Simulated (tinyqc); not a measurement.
Deep-level transient spectroscopy: one step of the calculation.

Schottky contact on an n-type layer with shallow donors Nd (all ionised) and a donor-like deep trap, neutral when filled and positive when empty; depletion approximation. Traps within lam of the depletion edge stay filled. A long pulse to Vp fills the traps beyond x1 = Wp - lam; back at Vr those between x1 and x2 = Wr - lam emit. A rate window reads S = C(t2) - C(t1).

Task. Widths. lam = sqrt(2 eps0 eps_r (EF - ET)/(q Nd)), EF - ET = Et - (kB T/q) ln(Nc(T)/Nd), Nc(T) = Nc (T/300 K)^1.5. In the steady state at the band bending V, 2 eps0 eps_r V/q = Nd W^2 + Nt (W - lam)^2 (the second term only if W > lam). V = Vbi + Vr gives Wr and V = Vbi + Vp gives Wp; x1 = max(Wp - lam, 0).

Parameters, values chosen for the exercise; material values close to those of silicon:
```
symbol,value,unit,meaning
eps_r,11.6,,relative permittivity
Nc,2.77e19,cm^-3,conduction-band density of states at 300 K
Nd,7.5e14,cm^-3,shallow donor density
Vbi,0.59,V,built-in voltage
Et,0.35,eV,depth of the trap below the conduction edge
Nt,2e12,cm^-3,trap density
Vr,5.8,V,reverse bias
Vp,0,V,reverse bias during the filling pulse
T,207,K,temperature of the transient
```

Constants: q = 1.602176634e-19 C, kB = 1.380649e-23 J/K, eps0 = 8.8541878128e-14 F/cm where lengths are in cm. Results are converted to the units shown.

Give: lam; Wr; Wp; x1; x2; G = (x2^2 - x1^2)/Wr^2.

Result.

lam = 542.77 nm
Wr = 3302.0 nm
Wp = 1004.0 nm
x1 = 461.24 nm
x2 = 2759.2 nm
G = (x2^2 - x1^2)/Wr^2 = 0.67876

Computed by the program tinyqc: `OMP_NUM_THREADS=1 python tinyqc.py 2050121 2050122 out.jsonl`, one thread of a shared Intel Xeon 2.30GHz, about 0.01 s for the whole run.
